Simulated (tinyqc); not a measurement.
Band bending at a free surface with a continuum of surface states, surface photovoltage and Kelvin probe: two steps of the calculation.

n-type bulk, xi = Ec - EF = Vt ln(Nc/Nd), p0 = ni^2/Nd, ni = sqrt(Nc Nv) exp(-Eg/(2 Vt)), Eg in volts. b is the upward band bending, u = b/Vt. Space charge per area, in units of q: Qc = sign(b) sqrt((2 eps0 eps_r Vt/q) [(Nd + dn)(exp(-u) - 1) + Nd u + (p0 + dn)(exp(u) - 1)]), with dn the excess density under light (flat quasi-Fermi levels; 0 in the dark). The states hold -Ds (E0 - xi - b): negative while the Fermi level lies above the neutrality level. Neutrality: Qc + Qf + (charge of the states) = 0.

Parameters, values chosen for the exercise; band and dielectric values those of a made-up semiconductor:
```
symbol    value         unit                                                    meaning
T           350            K                                                temperature
Eg         3.41           eV                                                   band gap
eps_r      12.5                                                   relative permittivity
Nc      2.55e19        cm^-3                     conduction-band density of states at T
Nv      3.09e19        cm^-3                        valence-band density of states at T
chi        3.57           eV                                          electron affinity
Nd       6.2e16        cm^-3                                              donor density
Qf            0        cm^-2                       fixed positive charge at the surface
pt         4.81           eV                             work function of the probe tip
Ds       1.2e12  cm^-2 eV^-1                                  density of surface states
E0         0.61           eV  depth of their neutrality level below the conduction edge
```

Constants: q = 1.602176634e-19 C, kB = 1.380649e-23 J/K, Vt = kB T/q, eps0 = 8.8541878128e-14 F/cm where lengths are in cm. Results are converted to the units shown.

Task 1. Band bending in the dark. Newton step: b(new) = b - (Qc + Qf - Ds (E0 - xi - b))/(dQc/db + Ds), dQc/db = (eps0 eps_r/q) [Nd (1 - exp(-u)) + p0 exp(u)]/Qc.

b after iteration 1 = 0.13864131 V

Give: b after iteration 2.

Result 1.

b after iteration 2 = 0.15506 V

Task 2. Work function and Kelvin-probe reading. Work function chi + xi + b; contact potential difference CPD = (work function of the sample) - pt. Depth of EF below Ec at the surface: xi + b. Depletion width Qc/Nd.

converged b = 0.15536133 V

Wanted: xi + b; Qc; Qc/Nd; work function; CPD.

Result 2.

xi + b = 0.3369 eV
Qc = 3.277e11 cm^-2
Qc/Nd = 52.86 nm
work function = 3.907 eV
CPD = -903.1 mV

The Fermi level lies 273 meV above the neutrality level.

Program tinyqc, `OMP_NUM_THREADS=1 python tinyqc.py 2430048 2430049 out.jsonl`; Intel Xeon 2.30GHz, shared host, one thread, about 0.01 s.
